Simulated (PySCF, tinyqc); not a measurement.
Worked calculation: MP2 on RHF in the sto-6g basis, for H4, spin multiplicity 1. The lowest restricted solution is unstable here: a spin-polarised one lies 0.0288 hartree lower (PySCF). One step of it, computed by the program tinyqc.

Task: Iteration 9 (converged): orbitals. Diagonalise F' = X^T F X, C = X C', fill 2 alpha and 2 beta electrons from the bottom; D = 2 C_occ C_occ^T. Each column has its largest component positive (the first on a tie).

converged F (hartree), order 1H 1s, 2H 1s, 3H 1s, 4H 1s:
```
[[-0.187121, -0.382644, -0.090295, 0.015415],
 [-0.382644, -0.261041, -0.323503, -0.090295],
 [-0.090295, -0.323503, -0.261041, -0.382644],
 [0.015415, -0.090295, -0.382644, -0.187121]]
```

X, order 1H 1s, 2H 1s, 3H 1s, 4H 1s:
```
[[-0.519196, 0.696577, 0.574597, 0.295284],
 [0.945327, -0.447964, 0.315582, 0.459163],
 [-0.945327, -0.447964, -0.315582, 0.459163],
 [0.519196, 0.696577, -0.574597, 0.295284]]
```

Give: F' = X^T F X; orbital energies; coefficients C; D after iteration 9.

Result:

F' = X^T F X (hartree):
```
[[0.5764, 0.0000, -0.0637, 0.0000],
 [0.0000, 0.1891, 0.0000, -0.0076],
 [-0.0637, 0.0000, -0.3333, 0.0000],
 [0.0000, -0.0076, 0.0000, -0.5329]]
```

orbital energies (hartree): [-0.5330, -0.3378, 0.1892, 0.5808]

coefficients C, order 1H 1s, 2H 1s, 3H 1s, 4H 1s:
```
[[0.3026, 0.5371, 0.6934, -0.5579],
 [0.4544, 0.3805, -0.4528, 0.9211],
 [0.4544, -0.3805, -0.4528, -0.9211],
 [0.3026, -0.5371, 0.6934, 0.5579]]
```

D after iteration 9, order 1H 1s, 2H 1s, 3H 1s, 4H 1s:
```
[[0.7601, 0.6838, -0.1338, -0.3939],
 [0.6838, 0.7026, 0.1234, -0.1338],
 [-0.1338, 0.1234, 0.7026, 0.6838],
 [-0.3939, -0.1338, 0.6838, 0.7601]]
```
